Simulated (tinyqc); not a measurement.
Single-junction solar cell, detailed-balance limit: two steps of the calculation.

Every photon above the gap Eg makes one pair and none below is absorbed; carriers thermalise at T and move without loss. Jsc = q fs X Phi(Eg, Ts); the dark current is J0 = q ge Phi(Eg, T)/ERE with the Boltzmann factor exp(V/Vt). The efficiency is the electrical power over fs X sigma Ts^4.

Values chosen for this exercise:
- Ts = 5778 K (temperature of the black-body sun)
- Eg = 0.77 eV (band gap)

Constants: q = 1.602176634e-19 C, kB = 1.380649e-23 J/K, h = 6.62607015e-34 J s, c = 299792458 m/s. Results are converted to the units shown.

Problem 1. Photon flux of the source, term by term. Photon flux above E from a black body at temperature T into a hemisphere: Phi(E, T) = A sum_k exp(-k E/th)[E^2 th/k + 2 E th^2/k^2 + 2 th^3/k^3], k = 1, 2, ..., with th = kB T/q in eV and A = 2 pi q^3/(h^3 c^2). The first six terms at E = Eg, T = Ts are listed; the flux takes all.

Wanted: th; A; terms k = 1..6; Phi(Eg, Ts).

Solution 1.

th = 0.49791 eV
A = 9.8833e22 cm^-2 s^-1 eV^-3
terms k = 1..6 (eV^3): 0.19678  0.012427  0.0014492  2.0896e-4  3.3447e-5  5.6917e-6
Phi(Eg, Ts) = 2.0845e22 cm^-2 s^-1

Problem 2. Maximum power point by substitution. v = Vmp/Vt solves (1 + v) exp(v) = 1 + Jsc/J0; v(new) = ln[(1 + Jsc/J0)/(1 + v)].

v after iteration 1 = 19.699668
Jsc = 72.137974 mA/cm^2
J0 = 2.0077369e-7 mA/cm^2

Wanted: v after iteration 2.

Solution 2.

v after iteration 2 = 16.670

Computed by the program tinyqc: `OMP_NUM_THREADS=1 python tinyqc.py 2820042 2820043 out.jsonl`, one thread of a shared Intel Xeon 2.30GHz, about 0.01 s for the whole run.
